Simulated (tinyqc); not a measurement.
# Width from the threshold shift

Question. Undoped body with a flat potential across it, hard walls, transport along x. Three valley pairs (g = 2 each) with the longitudinal mass along x, y or z. Non-parabolicity enters the subband edges through E (1 + al E) = gamma, so E = 2 gamma/(1 + sqrt(1 + 4 al gamma)); motion within a subband is taken as parabolic with the band-edge mass. Energies are counted from the bulk band edge. gamma = C pi^2 [a^2/(my (t + dl)^2) + b^2/(mz (H + dl)^2)], C = hbar^2/(2 m0). Each subband has N_k = g sqrt(2 mx m0 kB T/(pi hbar^2)); without degeneracy n = exp(EF/Vt) sum N_k exp(-E_k/Vt). Classical value Nc times t H, Nc = sum over valleys of 2 g (m m0 kB T/(2 pi hbar^2))^1.5 with m = (mx my mz)^(1/3). Threshold shift dVT = Vt ln(classical value/sum N_k exp(-E_k/Vt)). Find t and the lowest subband edge.

Values chosen for this exercise; masses close to those of silicon: temperature T = 300 K; longitudinal mass ml = 0.9 m0; transverse mass mt = 0.193 m0; non-parabolicity al = 0 1/eV; widening of the box by penetration into the insulator dl = 0 nm; height (along z) H = 8.9 nm.

Constants: q = 1.602176634e-19 C, kB = 1.380649e-23 J/K, hbar = 1.054571817e-34 J s, m0 = 9.1093837015e-31 kg, Vt = kB T/q, hbar^2/(2 m0) = 0.0380998212 eV nm^2. Results are converted to the units shown.

dVT = 31.927145 mV

Answer. dVT is evaluated for trial values of t with all subbands; between 1.5 and 25 nm one value matches.

t = 8.900 nm
E_1 = 29.87 meV

Computed by the program tinyqc: `OMP_NUM_THREADS=1 python tinyqc.py 2350086 2350087 out.jsonl`, one thread of a shared Intel Xeon 2.30GHz, about 0.2 s for the whole run.
